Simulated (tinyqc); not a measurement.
Tight-binding t2g bands of a cubic perovskite, step by step. Values are carried at full precision from step to step, so a last printed digit may differ when a step is redone from the rounded ones.

Orbitals yz, zx, xy (X, Y, Z below) times spin. E_xy = Dt + 2t (2 - cos x - cos y) + 2 td (1 - cos z) + 4 t2 (1 - cos x cos y) with x = kx a and so on; yz and zx follow by cyclic change, without Dt. Spin-orbit term -(Dso/3) L.sigma + Dso/3 with (L_k)_ij = -i epsilon_kij in X, Y, Z: for Dt = 0 the quartet lies at 0 and the doublet at Dso.

Constants: hbar^2/2m0 = 3.80998211 eV angstrom^2.

Parameters, chosen for this exercise (of the size met in SrTiO3 and KTaO3; shifted at random, so the results belong to these values and not to a real crystal):
```
symbol  value            unit      meaning
t       0.216            eV        strong hopping
td      0.055            eV        weak hopping
t2      0.081            eV        diagonal hopping in the plane of the orbital
Dt      -0.251           eV        shift of xy (tetragonal field or confinement)
k       (0.04, 0.04, 0)  2 pi/a    wave vector
Dso     0.338            eV        spin-orbit splitting at Gamma
a       3.857            angstrom  lattice constant
```

## Orbital energies

Evaluate the three bands without spin-orbit coupling.

energies (eV): yz 0.0272, zx 0.0272, xy -0.2038

## The Hamiltonian

Add the spin-orbit term; + and - are the spin along z.

H(k) (eV), rows yz+, zx+, xy+, yz-, zx-, xy- and columns alike:
$$\begin{pmatrix}
0.1399 & 0.1127i & 0 & 0 & 0 & -0.1127 \\
-0.1127i & 0.1399 & 0 & 0 & 0 & 0.1127i \\
0 & 0 & -0.0912 & 0.1127 & -0.1127i & 0 \\
0 & 0 & 0.1127 & 0.1399 & -0.1127i & 0 \\
0 & 0 & 0.1127i & 0.1127i & 0.1399 & 0 \\
-0.1127 & -0.1127i & 0 & 0 & 0 & -0.0912
\end{pmatrix}$$

## Levels and orbital weights

Diagonalise; the levels are twofold; weights summed over spin and averaged over the pair.

levels (eV): [-0.1537, 0.0272, 0.3150]

weights, rows yz, zx, xy; columns pair 1, pair 2, pair 3:
$$\begin{pmatrix}
0.067 & 0.500 & 0.433 \\
0.067 & 0.500 & 0.433 \\
0.867 & 0.000 & 0.133
\end{pmatrix}$$

The lowest pair is 87 % xy.

## Light and heavy masses without spin-orbit coupling

Along an axis in the plane of the orbital m/m0 = c/((t + 2 t2) a^2), and normal to it c/(td a^2); c = hbar^2/2m0.

masses (m0): light 0.678, heavy 4.657

ratio heavy/light = 6.87

## Levels at Gamma

At k = 0 the j_z = 3/2 pair stays at 0, and the other two pairs are E = (Dso + Dt)/2 -/+ sqrt((Dso + Dt)^2/4 - 2 Dso Dt/3).

levels at Gamma (eV): [-0.1983, 0.0000, 0.2853]

## Checks

- Levels at Gamma from the formula against the matrix: they agree to 1e-10 or better.

Program tinyqc; command `OMP_NUM_THREADS=1 python tinyqc.py 1482169 1482170 out.jsonl`; about 0.01 s on one thread of a shared Intel(R) Xeon(R) Processor @ 2.30GHz.
